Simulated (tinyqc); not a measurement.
What each parameter does: parabolic quantum dot in a magnetic field (Fock-Darwin).

Two dimensions, V = m w0^2 r^2/2, one valley. hbar wc = 2 muB B/m, W = sqrt(w0^2 + wc^2/4), E(n, l, s) = (2n + |l| + 1) hbar W - l hbar wc/2 + s gs muB B, n = 0, 1, ..., l = 0, +/-1, ..., s = +/-1/2; length lam = sqrt(2c/(m hbar W)), c = hbar^2/2m0.

Exact treatment: the centre of mass separates with energy W, and the relative motion obeys [-(2c/m) Laplacian + (2c/m) r^2/(2 lam^2)^2 + q/(eps r)] psi = e_l psi for angular number l, solved in 14 Gaussians r^l exp(-a r^2), a = 1.7^i/(4 lam^2), i = -3 to 10. E(S) = W + e_0, E(T) = W + e_1 - wc/2 - Ez.

Constants: muB = 5.788381798e-05 eV/T; hbar^2/2m0 = 3.80998211 eV angstrom^2; e^2/(4 pi eps0) = 14.39964547 eV angstrom.

Parameters, chosen for this exercise (near those of a gate-defined dot in GaAs; not measured data):
- m = 0.0671 m0 (mass)
- gs = -0.41 (g factor)
- w0 = 1.4 meV (confinement energy hbar w0)
- B = 1.14 T (magnetic field)
- eps = 13 (dielectric constant)

The two modes W +/- wc/2, lam and the exact E(T) - E(S), with q = e^2/(4 pi eps0) and Ez = |gs| muB B. Each row changes one parameter from the base and keeps the others.

Results:

| case | upper mode (meV) | lower mode (meV) | lam (angstrom) | E(T) - E(S) (meV) |
|---|---|---|---|---|
| base | 2.694 | 0.727 | 257.6 | -0.38 |
| B = 0.68 T | 2.105 | 0.931 | 273.5 | -0.07 |
| w0 = 1.12 meV | 2.474 | 0.507 | 276.0 | -0.49 |
| m = 0.0772 m0 | 2.495 | 0.786 | 245.3 | -0.31 |
| gs = -0.61 | 2.694 | 0.727 | 257.6 | -0.40 |
| eps = 11 | 2.694 | 0.727 | 257.6 | -0.44 |

The largest shifts from the base row, up to three for each result and ties (the steps differ in size, so this ranks the rows, not the parameters). upper mode (meV): B -0.590, w0 -0.220, m -0.199; unchanged at the printed digits by gs and eps. lower mode (meV): w0 -0.220, B +0.204, m +0.058; unchanged at the printed digits by gs and eps. lam (angstrom): w0 +18.4, B +15.9, m -12.3; unchanged at the printed digits by gs and eps. E(T) - E(S) (meV): B +0.32, w0 -0.10, m +0.07.

Program tinyqc; command `OMP_NUM_THREADS=1 python tinyqc.py 1250891 1250892 out.jsonl`; about 0.07 s on one thread of a shared Intel(R) Xeon(R) Processor @ 2.30GHz.
